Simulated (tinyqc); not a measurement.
Closing the gap: two-band tight binding of a puckered layer.

With X = kx ax/2 and Y = ky ay/2: h = t2 + 2 cos(Y) (t1 exp(iX) + t3 exp(-iX)) + t5 exp(2iX), d = 4 t4 cos(X) cos(Y), H = [[d, h], [h*, d]], E = d -/+ |h|.

Constants: hbar^2/2m0 = 3.80998211 eV angstrom^2.

Inputs chosen for the exercise (near a published set for monolayer black phosphorus; the results hold for these values, not for the real material):
- ax = 4.46 angstrom (period along x (armchair))
- ay = 3.33 angstrom (period along y (zigzag))
- t1 = -1.223 eV (along the zigzag)
- t3 = -0.225 eV (second in the sheet)
- t4 = -0.103 eV (same sublattice)
- t5 = -0.056 eV (far across)

t2 is lowered; h0 = t2 + 2 t1 + 2 t3 + t5, c = hbar^2/2m0. For h0 > 0 the gap is 2 h0 at Gamma. For h0 < 0 the bands touch at kx = 0, cos(Y) = -(t2 + t5)/(2 (t1 + t3)).

Against t2:
```
t2 (eV)  h0 (eV)  gap (eV)  electron mass along x (m0)  ky of the nodes (1/angstrom)
3.8        0.848     1.696                      0.1747                             -
3.6        0.648     1.296                      0.1475                             -
3.4        0.448     0.896                      0.1139                             -
3.2        0.248     0.496                      0.0714                             -
3.0        0.048     0.096                      0.0159                             -
2.8       -0.152     0.000                           -                        0.1955
2.6       -0.352     0.000                           -                        0.2992
2.4       -0.552     0.000                           -                        0.3770
```

What does the comparison show?

The gap closes at t2 = 2.952 eV. On the way the mass along x falls with the gap and tends to 2 c h0/chi^2 as it closes, while that along y stays. Beyond it two Dirac nodes move apart along the zigzag direction, to ky = +/-0.377 1/angstrom in the last row. The mass formula is c/(ex + gx + chi^2/(2 h0)) with chi = ax (t1 - t3 + t5), gx = -ax^2 ((t1 + t3)/4 + t5/2), ex = -t4 ax^2/2.

Computed by tinyqc, a small Python program: `OMP_NUM_THREADS=1 python tinyqc.py 1451652 1451653 out.jsonl` (the numbers bound the seed that draws the inputs); one thread of a shared host (Intel(R) Xeon(R) Processor @ 2.30GHz), about 0.01 s for the whole set of steps.
